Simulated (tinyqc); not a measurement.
From results back to parameters: alloy A(1-x)B(x) by interpolation with bowing. Three cases, with inputs chosen for the exercise.

Problem. An unstrained alloy A(1-x)B(x) follows Vegard, a(x) = (1 - x) a_A + x a_B, and E(x) = (1 - x) E_A + x E_B - C x (1 - x) at Gamma. Its lattice constant and gap are given.

Find: x; linear part of the gap; C.

Method. x = (a - a_A)/(a_B - a_A); the bowing is the shortfall against the linear part divided by x (1 - x).

Case 1.

Values chosen (out of a larger set: A near InAs, B near GaAs; not measured data): a = (6.049, 5.661) angstrom (lattice constant of A, B); Eg = (0.418, 1.501) eV (gap at Gamma to the s-like level of A, B).

a(x) = 5.808440 angstrom
gap at Gamma = 0.991215 eV

Solution.

x = 0.620
linear part of the gap = 1.0895 eV
C = 0.417 eV

Case 2.

Values chosen (out of a larger set: A near InAs, B near InSb; not measured data): a = (6.059, 6.482) angstrom (lattice constant of A, B); Eg = (0.423, 0.233) eV (gap at Gamma to the s-like level of A, B).

a(x) = 6.452390 angstrom
gap at Gamma = 0.196824 eV

Solution.

x = 0.930
linear part of the gap = 0.2463 eV
C = 0.760 eV

Case 3.

Values chosen (out of a larger set: A near InAs, B near InSb; not measured data): a = (6.062, 6.488) angstrom (lattice constant of A, B); Eg = (0.423, 0.237) eV (gap at Gamma to the s-like level of A, B).

a(x) = 6.402800 angstrom
gap at Gamma = 0.162360 eV

Solution.

x = 0.800
linear part of the gap = 0.2742 eV
C = 0.699 eV

Computed by tinyqc, one run a case: `OMP_NUM_THREADS=1 python tinyqc.py N N+1 out.jsonl` with N = 1080270, 1080303, 1080314; one thread of a shared Intel(R) Xeon(R) Processor @ 2.30GHz, about 0.01 s a run at most.
